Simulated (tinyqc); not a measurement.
Worked calculation: lattice vibrations of a chain. Computed by tinyqc, a small Python program that keeps every step. Command: `OMP_NUM_THREADS=1 python tinyqc.py 30540 30541 out.jsonl` (the two numbers bound the seeds that draw the settings). One thread of a shared host (Intel(R) Xeon(R) Processor @ 2.60GHz), about 0.01 s of CPU time with the checks.

## Dynamical matrix at q = 0.46

A chain moving along its axis:

| atom | mass (u) | spring to the next atom (eV/angstrom^2) |
|---|---|---|
| 1 | 83.00000 | 6.20000 |
| 2 | 94.90000 | 5.70000 |
| 3 | 96.70000 | 21.90000 |
| second neighbours | - | 1.40000 |

q is in units of 2 pi/a. A spring k from atom i to atom j, n cells on, adds k to Phi_ii and Phi_jj, -k exp(2 pi i q n) to Phi_ij and the conjugate to Phi_ji (for one atom a cell: 2k (1 - cos 2 pi q n)); D_ij = Phi_ij / sqrt(m_i m_j).

D(q) (eV/(angstrom^2 u)):
```
                   1                  2                  3
1            0.37229  -0.05458+0.00392i   0.22114+0.06079i
2  -0.05458-0.00392i            0.15490  -0.04535+0.00363i
3   0.22114-0.06079i  -0.04535-0.00363i            0.31437
```

## Frequencies

omega^2 are the eigenvalues; wavenumber = 521.4708 sqrt(eigenvalue) 1/cm.

eigenvalues: 0.10642  0.14938  0.58576

wavenumbers (1/cm): 170.1  201.6  399.1

weights |e|^2 of the mass-weighted modes:
```
         mode 1   mode 2   mode 3
atom 1  0.38904  0.06185  0.54911
atom 2  0.13050  0.84401  0.02549
atom 3  0.48046  0.09414  0.42540
```

## Dispersion and heat capacity

C/k_B per atom = mean over q = (j + 1/2)/80, j = 0..39 and all branches of y^2 e^y/(e^y - 1)^2, y = hc wavenumber / k_B T.

Wavenumbers (1/cm):

| q | branch 1 | branch 2 | branch 3 |
|---|---|---|---|
| 0.00000 | 0.00000 | 253.36237 | 405.77750 |
| 0.06250 | 26.36548 | 252.40044 | 405.52035 |
| 0.12500 | 52.39679 | 249.49857 | 404.78750 |
| 0.18750 | 77.76003 | 244.61424 | 403.68939 |
| 0.25000 | 102.11876 | 237.69708 | 402.39251 |
| 0.31250 | 125.11884 | 228.72767 | 401.09451 |
| 0.37500 | 146.31891 | 217.81566 | 399.99374 |
| 0.43750 | 164.76899 | 205.64996 | 399.25825 |
| 0.50000 | 174.94161 | 197.59125 | 399.00001 |

Heat capacity:

| T (K) | C/k_B per atom |
|---|---|
| 20 | 0.07322 |
| 50 | 0.20312 |
| 100 | 0.45070 |
| 200 | 0.75460 |
| 300 | 0.87284 |
| 600 | 0.96476 |
| 1200 | 0.99095 |

zero-point energy per atom = 15.15079 meV
